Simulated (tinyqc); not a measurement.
Lattice vibrations of a chain, step by step. Computed by tinyqc, a small Python program that keeps every step. Command: `OMP_NUM_THREADS=1 python tinyqc.py 20247 20248 out.jsonl` (the two numbers bound the seeds that draw the settings). One thread of a shared host (Intel(R) Xeon(R) Processor @ 2.60GHz), about 0.01 s of CPU time with the checks.

## Dynamical matrix at q = 0.47

A chain moving along its axis:
```
atom                 mass (u)  spring to the next atom (eV/angstrom^2)
1                   22.800000                                 3.700000
2                   40.000000                                 4.000000
3                  110.600000                                 7.500000
4                   73.500000                                25.100000
second neighbours           -                                 0.500000
```

q is in units of 2 pi/a. A spring k from atom i to atom j, n cells on, adds k to Phi_ii and Phi_jj, -k exp(2 pi i q n) to Phi_ij and the conjugate to Phi_ji (for one atom a cell: 2k (1 - cos 2 pi q n)); D_ij = Phi_ij / sqrt(m_i m_j).

D(q) (eV/(angstrom^2 u)):
$$\begin{pmatrix}
1.307018 & -0.122519 & -0.000176+0.001866i & 0.602284+0.114892i \\
-0.122519 & 0.217500 & -0.060138 & -0.000163+0.001728i \\
-0.000176-0.001866i & -0.060138 & 0.113020 & -0.083184 \\
0.602284-0.114892i & -0.000163-0.001728i & -0.083184 & 0.457143
\end{pmatrix}$$

## Frequencies

omega^2 are the eigenvalues; wavenumber = 521.4708 sqrt(eigenvalue) 1/cm.

eigenvalues: [0.047576, 0.121750, 0.288225, 1.637130]

wavenumbers (1/cm): [113.7, 182.0, 280.0, 667.2]

weights |e|^2 of the mass-weighted modes, order atom 1, atom 2, atom 3, atom 4:
$$\begin{pmatrix}
0.066812 & 0.115301 & 0.036464 & 0.781423 \\
0.014801 & 0.449401 & 0.530126 & 0.005672 \\
0.620041 & 0.160108 & 0.219361 & 0.000490 \\
0.298346 & 0.275189 & 0.214050 & 0.212414
\end{pmatrix}$$

## Dispersion and heat capacity

C/k_B per atom = mean over q = (j + 1/2)/80, j = 0..39 and all branches of y^2 e^y/(e^y - 1)^2, y = hc wavenumber / k_B T.

Wavenumbers (1/cm):
```
q           branch 1    branch 2    branch 3    branch 4
0.000000    0.000000  235.194119  263.692374  666.903516
0.062500   18.398949  233.016328  264.949745  666.915844
0.125000   36.582732  227.371886  267.862678  666.950939
0.187500   54.310408  219.609145  271.180509  667.003429
0.250000   71.273790  210.596872  274.231907  667.065294
0.312500   87.010511  200.997957  276.732113  667.127102
0.375000  100.704048  191.685816  278.562480  667.179457
0.437500  110.776587  184.245666  279.673461  667.214417
0.500000  114.673489  181.227198  280.045496  667.226689
```

Heat capacity:
```
T (K)  C/k_B per atom
20           0.080204
50           0.208053
100          0.431494
200          0.682584
300          0.807698
600          0.938207
1200         0.983373
```

zero-point energy per atom = 18.859699 meV
